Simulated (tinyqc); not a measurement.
Worked calculation: Born-Oppenheimer dynamics on the B3LYP (VWN-RPA form)/sto-3g surface (energies and gradients from PySCF), for H4, spin multiplicity 1. Computed by tinyqc, a small Python program that keeps every step (integrals from PySCF). Settings: charge = 0, multiplicity = 1, basis = sto-3g, functional = b3lyp, time step (fs) = 0.2, steps = 24. Command: `OMP_NUM_THREADS=1 python tinyqc.py 25907 25908 out.jsonl` (the two numbers bound the seeds that draw the settings). One thread of a shared host (Intel(R) Xeon(R) Processor @ 2.60GHz), about 10 s of CPU time with the checks.

positions (bohr):
```
            x          y          z
1H  -0.018897  -0.128501   0.043464
2H  -0.045353   0.073699   1.763114
3H   0.041574   1.647841  -0.066140
4H   0.047243   1.657290   1.785791
```

The total energy should stay constant up to terms of order dt^2; the step counts as short enough if it moves by less than 2 % of the largest kinetic energy.

Trajectory:
```
time (fs)  1H-2H (angstrom)  potential (hartree)  kinetic (hartree)  total (hartree)
0.000000           0.916376          -1.90941543         0.00009581      -1.90931963
0.200000           0.922370          -1.91775285         0.00836184      -1.90939101
0.400000           0.940379          -1.94124448         0.03166672      -1.90957776
0.600000           0.969746          -1.97693841         0.06710781      -1.90983060
0.800000           1.009488          -2.02077833         0.11068301      -1.91009532
1.000000           1.058409          -2.06842191         0.15808917      -1.91033274
1.200000           1.115221          -2.11585831         0.20533361      -1.91052470
1.400000           1.178633          -2.15972738         0.24905840      -1.91066899
1.600000           1.247426          -2.19741324         0.28664428      -1.91076897
1.800000           1.320490          -2.22705322         0.31622917      -1.91082405
2.000000           1.396847          -2.24758766         0.33676272      -1.91082494
2.200000           1.475668          -2.25891850         0.34816322      -1.91075528
2.400000           1.556272          -2.26215405         0.35155420      -1.91059985
2.600000           1.638117          -2.25980134         0.34943978      -1.91036156
2.800000           1.720794          -2.25564522         0.34556296      -1.91008227
3.000000           1.804000          -2.25401494         0.34416036      -1.90985458
3.200000           1.887533          -2.25833230         0.34854468      -1.90978762
3.400000           1.971265          -2.26949914         0.35957829      -1.90992085
3.600000           2.055136          -2.28536067         0.37519357      -1.91016709
3.800000           2.139132          -2.30195239         0.39156661      -1.91038578
4.000000           2.223267          -2.31555946         0.40506746      -1.91049199
4.200000           2.307563          -2.32405731         0.41357259      -1.91048472
4.400000           2.392042          -2.32704539         0.41663703      -1.91040837
4.600000           2.476719          -2.32527563         0.41496885      -1.91030679
4.800000           2.561605          -2.32000322         0.40979474      -1.91020848
```

Is the time step short enough?

Yes. The total energy moves within 1.5e-03 hartree, under 2 % of the largest kinetic energy.
